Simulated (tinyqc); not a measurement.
Worked calculation: extended Hueckel theory, for H3+. The parameters take no account of the charge, which enters only through the electron count. One step of it, computed by the program tinyqc.

Problem. Orbitals. Solve H C = S C e through S^(-1/2); fill by pairs from the bottom, a degenerate level sharing its electrons equally; each orbital has its largest coefficient positive (the first on a tie).

H (eV), lower triangle:
```
,1H 1s,2H 1s,3H 1s
1H 1s,-13.600000
2H 1s,-12.595197,-13.600000
3H 1s,-12.430810,-3.519157,-13.600000
```

overlap S, lower triangle:
```
,1H 1s,2H 1s,3H 1s
1H 1s,1.000000
2H 1s,0.529210,1.000000
3H 1s,0.522303,0.147864,1.000000
```

valence electrons = 2

Give: orbital energies; occupations; coefficients; sum of one-electron energies.

Solution.

orbital energies (eV): -18.199  -11.830  7.421

occupations: 2.000  0.000  0.000

coefficients:
```
,MO1,MO2,MO3
1H 1s,0.497,-0.003,1.297
2H 1s,0.390,-0.761,-0.839
3H 1s,0.387,0.771,-0.822
```

sum of one-electron energies = -36.398 eV
